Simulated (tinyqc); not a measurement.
Limits against temperature: thermal and gravitational stress in a wafer during furnace and rapid thermal processing, and the onset of slip. Computed by tinyqc, a small Python program. Command: `OMP_NUM_THREADS=1 python tinyqc.py 3008043 3008044 out.jsonl slip walk`. One thread of a shared host (Intel(R) Xeon(R) Processor @ 2.30GHz), about 0.01 s of CPU time with the checks.

A thin free disc in plane stress, isotropic; T(r) = T_centre + dT (r/R)^n. Stress is positive in tension; sigma_SB = 5.670374419e-8 W/(m^2 K^4), g = 9.80665 m/s^2.

Inputs (values chosen for the exercise, for a model wafer): wafer radius R = 100 mm; thickness t = 725 micrometre; Young's modulus E = 161 GPa; expansion alpha = 4.51 1e-6/K; prefactor A of the critical stress = 0.00055 MPa; energy U of the critical stress = 1.07 eV; density rho = 2330 kg/m^3; heat capacity c = 944 J/(kg K); conductivity k = 24.2 W/(m K); wafer spacing s = 16 mm.

Constants: k_B = 8.617333262e-05 eV/K.

Method. Critical resolved stress tau_c = A exp(U/(k_B T)), a form chosen for the exercise; slip when 0.492799 |s_tt(R)| > tau_c; allowed |dT| = tau_c (n + 2)/(0.492799 n alpha E). In a stack heated from the rim, heat flows inward by conduction and by radiation between wafers: k_eff = k + (16/3) sigma_SB T^3 s^2/t (a diffusion estimate with the spacing as path length). A steady ramp gives the parabolic lag dT = rho c (ramp) R^2/(4 k_eff); the allowed ramp uses n = 2.

For the parabolic profile:
```
T (K)  tau_c (MPa)  allowed |dT| (K)  k_eff (W/(m K))  allowed ramp (K/min)
1050        75.186            420.24           147.82                677.80
1125        34.178            191.03           176.24                367.37
1200        17.146             95.83           208.73                218.26
1275         9.329             52.14           245.53                139.69
1350         5.431             30.35           286.93                 95.03
1425         3.347             18.71           333.20                 68.01
1500         2.165             12.10           384.60                 50.78
```

From 1050 to 1500 K the allowed difference falls 35 times and the allowed ramp 13 times; radiation, which grows as T^3, gives back a factor 2.60. Ramps must slow as the wafer gets hotter.
